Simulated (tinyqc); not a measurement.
Binding against mu: shallow acceptor in the spherical model (Baldereschi-Lipari), strong spin-orbit limit. Computed by tinyqc, a small Python program. Command: `OMP_NUM_THREADS=1 python tinyqc.py 3000244 3000245 out.jsonl acceptor walk`. One thread of a shared host (Intel(R) Xeon(R) Processor @ 2.30GHz), about 0.01 s of CPU time with the checks.

The 1S(3/2) state has an s envelope f(r) and a d envelope g(r). In effective units they obey -(f'' + 2f'/r + 2f/r) + mu (g'' + 5g'/r + 3g/r^2) = E f and -(g'' + 2g'/r - 6g/r^2 + 2g/r) + mu (f'' - f'/r) = E g. The cubic term, the split-off band and the central cell are left out.

Inputs (values chosen for the exercise, modelled on germanium):
```
quantity,value,unit
Luttinger gamma_1,13.2,-
Luttinger gamma_2,4.34,-
Luttinger gamma_3,5.77,-
dielectric constant eps,15.1,-
```

Constants: Ry = 13.605693123 eV; a_0 = 0.529177210903 angstrom.

Method:
- Ry* = Ry/(gamma_1 eps^2), a* = a_0 eps gamma_1, mu = (6 gamma_3 + 4 gamma_2)/(5 gamma_1), delta = (gamma_3 - gamma_2)/gamma_1; spherical masses 1/(gamma_1 (1 - mu)) (heavy) and 1/(gamma_1 (1 + mu)) (light).
- Basis: f_i = exp(-zeta_i r), g_i = r exp(-zeta_i r), weight r^2 dr, s = zeta_i + zeta_j. S_ff = 2/s^3, H_ff = zeta_i zeta_j S_ff - 2/s^2; S_gg = 24/s^5, H_gg = 8/s^3 + 24 zeta_i zeta_j/s^5 - 12/s^4; H(f_i, g_j) = mu (6 zeta_i^2/s^4 + 2 zeta_i/s^3); S_fg = 0. Each function is normalised by sqrt(S_ii).
- Large basis: zeta_i = 0.08 x 1.55^(i-1), i = 1..20 in each channel; overlap eigenvalues below 1e-11 are dropped.

mu = 0.787576

1S(3/2):
```
mu,binding (Ry*),d weight,binding x (1 - mu)
0.10,1.0091,0.00424,0.90817
0.24,1.0549,0.02458,0.80171
0.47,1.2540,0.09659,0.66464
0.50,1.2985,0.10979,0.64927
0.79,2.4764,0.29014,0.52004
0.80,2.5802,0.29828,0.51604
0.90,4.7683,0.38818,0.47683
0.95,9.1447,0.44002,0.45723
```

The binding grows from 1.009 to 9.14 Ry*, slowly at first (second order in mu), while the d weight rises to 0.44. The last column, the binding in units of the heavy-hole Rydberg, falls to 0.457, towards about 0.44 as mu tends to 1.
